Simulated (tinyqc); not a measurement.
Precursor delivery by bubblers, mass-transport growth and the solid composition of a III-V alloy: one step, computed by the program tinyqc.

1 sccm = 44.615 micromol/min; 1 torr = 133.322 Pa. The sources decompose fully at the surface.

Task: Bubblers. log10 p_v = a - b/T_bath; molar flow = F x 44.615 x p_v/(p_b - p_v) for a saturated bubbler.

Inputs (values chosen for the exercise, modelled on triethylgallium (source 1) and trimethylindium (source 2) for the vapour pressures):
```
quantity              value  unit
bath temperature T1     301     K
bath temperature T2     291     K
bubbler pressure p_b   1000  torr
carrier flow F1         120  sccm
carrier flow F2          65  sccm
```

constants a, b of source 1 (log10 torr, K): 8.089  2162

constants a, b of source 2 (log10 torr, K): 10.5  3014

Give: vapour pressure 1; molar flow 1; vapour pressure 2; molar flow 2.

Result:

vapour pressure 1 = 8.0589 torr

molar flow 1 = 43.496 micromol/min

vapour pressure 2 = 1.3887 torr

molar flow 2 = 4.0328 micromol/min

One kelvin of bath error changes flow 1 by 5.5 % and flow 2 by 8.2 %.
